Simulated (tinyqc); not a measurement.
Six-band Luttinger-Kohn model with strain: one step. Band edges at k = 0. Three cases, with inputs chosen for the exercise.

Task: Diagonalise H at k = 0. The weights add +m and -m (m along z) and are averaged over each pair.

Six-band Luttinger-Kohn model in the basis |3/2,3/2>, |3/2,1/2>, |3/2,-1/2>, |3/2,-3/2>, |1/2,1/2>, |1/2,-1/2>, electron energies, zero at the top of the unstrained valence band. H = -[rows: (P+Q, -S, R, 0, -S/r2, r2 R); (-S*, P-Q, 0, R, -r2 Q, r32 S); (R*, 0, P-Q, S, r32 S*, r2 Q); (0, R*, S*, P+Q, -r2 R*, -S*/r2); (-S*/r2, -r2 Q, r32 S, -r2 R, P+Dso, 0); (r2 R*, r32 S*, r2 Q, -S/r2, 0, P+Dso)], r2 = sqrt(2), r32 = sqrt(3/2). Levels are twofold.

P = c g1 k^2 - av tr(e); Q = c g2 (kx^2 + ky^2 - 2 kz^2) - (b/2)(exx + eyy - 2 ezz); R = c sqrt3 [-g2 (kx^2 - ky^2) + 2i g3 kx ky] + (sqrt3/2) b (exx - eyy) - i d exy; S = 2 c sqrt3 g3 (kx - i ky) kz - d (exz - i eyz); c = hbar^2/2m0, e the strain tensor (not engineering shear).

Constants: hbar^2/2m0 = 3.80998211 eV angstrom^2.

Case 1.

Values chosen (near those of InAs; shifted at random, so the results belong to these values and not to a real crystal):
- Dso = 0.396 eV (spin-orbit splitting)
- g1 = 20.1 (Luttinger gamma1)
- g2 = 8.5 (gamma2)
- g3 = 9.15 (gamma3)
- av = 1.03 eV (valence hydrostatic potential)
- b = -1.75 eV (tetragonal shear potential)
- d = -3.71 eV (trigonal shear potential)

strain tensor:
```
             x            y           z
x  -0.01235329   0.00000000  0.00000000
y   0.00000000  -0.01235329  0.00000000
z   0.00000000   0.00000000  0.01328123
```

Case 2.

Values chosen (near those of Ge; shifted at random, so the results belong to these values and not to a real crystal):
- Dso = 0.289 eV (spin-orbit splitting)
- g1 = 13.4 (Luttinger gamma1)
- g2 = 4.25 (gamma2)
- g3 = 5.69 (gamma3)
- av = 1.24 eV (valence hydrostatic potential)
- b = -2.51 eV (tetragonal shear potential)
- d = -5.45 eV (trigonal shear potential)

strain tensor:
```
            x           y            z
x  0.01274496  0.00000000   0.00000000
y  0.00000000  0.01274496   0.00000000
z  0.00000000  0.00000000  -0.00943549
```

Case 3.

Values chosen (near those of Ge; shifted at random, so the results belong to these values and not to a real crystal):
- Dso = 0.283 eV (spin-orbit splitting)
- g1 = 13.38 (Luttinger gamma1)
- g2 = 4.29 (gamma2)
- g3 = 5.73 (gamma3)
- av = 1.17 eV (valence hydrostatic potential)
- b = -2.54 eV (tetragonal shear potential)
- d = -5.08 eV (trigonal shear potential)

strain tensor:
```
             x            y           z
x  -0.00456042  -0.00483491  0.00000000
y  -0.00483491  -0.00456042  0.00000000
z   0.00000000   0.00000000  0.00358528
```

Give: edges from the top; weights at k = 0.

Result:

Case 1.

edges from the top (eV): 0.0331  -0.0455  -0.4189

weights at k = 0:
```
               top  second  third
|3/2,+-3/2>  1.000   0.000  0.000
|3/2,+-1/2>  0.000   0.970  0.030
|1/2,+-1/2>  0.000   0.030  0.970
```

The stress splits the top two pairs by 78.6 meV, 3.04 times kT at 300 K (25.85 meV); the third lies 452.0 meV below the top, against Dso = 396 meV without stress.

Case 2.

edges from the top (eV): 0.0927  -0.0358  -0.2862

weights at k = 0:
```
               top  second  third
|3/2,+-3/2>  0.000   1.000  0.000
|3/2,+-1/2>  0.955   0.000  0.045
|1/2,+-1/2>  0.045   0.000  0.955
```

The stress splits the top two pairs by 128.5 meV, 4.97 times kT at 300 K (25.85 meV); the third lies 378.9 meV below the top, against Dso = 289 meV without stress.

Case 3.

edges from the top (eV): 0.0317  -0.0381  -0.2960

weights at k = 0:
```
               top  second  third
|3/2,+-3/2>  0.789   0.200  0.011
|3/2,+-1/2>  0.192   0.798  0.010
|1/2,+-1/2>  0.019   0.002  0.980
```

The stress splits the top two pairs by 69.7 meV, 2.70 times kT at 300 K (25.85 meV); the third lies 327.7 meV below the top, against Dso = 283 meV without stress.

Computed by tinyqc, one run a case: `OMP_NUM_THREADS=1 python tinyqc.py N N+1 out.jsonl` with N = 1080162, 1080315, 1080389; one thread of a shared Intel(R) Xeon(R) Processor @ 2.30GHz, about 0.08 s a run at most.
